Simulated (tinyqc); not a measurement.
AlGaN/GaN HEMT with access regions, lumped model: two steps of the calculation.

A polarisation-induced electron sheet under a Schottky gate, in series with two ungated access regions and contacts. Drift law v = mu E/(1 + mu E/vs) under the gate. Currents in mA/mm, resistances in ohm mm. No self-heating, no channel-length modulation; fits for polarisation, barrier and offset are chosen for the exercise.

Inputs (values chosen for the exercise); values close to those of AlGaN/GaN structures:

| symbol | value | unit | meaning |
|---|---|---|---|
| x | 0.32 |  | aluminium share of the barrier |
| d | 25 | nm | barrier thickness |
| eps_r | 9.1 |  | relative permittivity of barrier and channel |
| mu | 1900 | cm^2/(V s) | channel mobility |
| vs | 1e7 | cm/s | saturation velocity |
| Lg | 1.5 | um | gate length |
| Ls | 1.5 | um | source access length |
| Ld | 16 | um | drain access length |
| Rc | 0.3 | ohm mm | resistance of each contact |
| ft | 0.12 |  | share of the drain-access electrons removed by traps |
| Vg | -0.5 | V | gate voltage |
| Vd | 2 | V | drain voltage |

Constants: q = 1.602176634e-19 C, eps0 = 8.8541878128e-14 F/cm where lengths are in cm. Results are converted to the units shown.

Task 1. Polarisation charge, threshold and sheet resistance. sigma = (5e13 x + 1.6e13 x^2) cm^-2, phiB = 0.84 + 1.3 x, dEc = 0.7 (1.71 x + x^2) in volts, Cb = eps0 eps_r/d, VT = phiB - dEc - q sigma/Cb, access density n0 = -Cb VT/q. Rsh = 1/(q mu n0); largest access current q n0 vs.

Give: sigma; Cb; VT; n0; Rsh; q n0 vs.

Result 1.

sigma = 1.7638e13 cm^-2
Cb = 0.32229 uF/cm^2
VT = -7.9671 V
n0 = 1.6027e13 cm^-2
Rsh = 204.97 ohm
q n0 vs = 2567.7 mA/mm

Task 2. Drain current. Access resistance R(L, n) = L/(q mu n sqrt(1 - (I/(q n vs))^2)); Rs = Rc + R(Ls, n0), Rd = Rc + R(Ld, (1 - ft) n0). Vg' = Vg - I Rs, Vd' = Vd - I (Rs + Rd); with u = Vg' - VT, Vc = vs Lg/mu and w the smaller of Vd' and Vc [sqrt(1 + 2 u/Vc) - 1] (0 if negative), the channel gives (mu Cb/Lg)(u w - w^2/2)/(1 + w/Vc). I(new) = I + 0.1 (channel current - I).

I after iteration 1 = 371.82955 mA/mm
VT = -7.9671021 V
Cb = 0.32229244 uF/cm^2
n0 = 1.6026552e13 cm^-2

Give: Rs; Rd; Vg'; Vd'; channel current; I after iteration 2.

Result 2.

Rs = 0.6107 ohm mm
Rd = 4.078 ohm mm
Vg' = -0.7271 V
Vd' = 0.2565 V
channel current = 562.1 mA/mm
I after iteration 2 = 390.9 mA/mm

Computed by the program tinyqc: `OMP_NUM_THREADS=1 python tinyqc.py 2570079 2570080 out.jsonl`, one thread of a shared Intel Xeon 2.30GHz, about 0.02 s for the whole run.
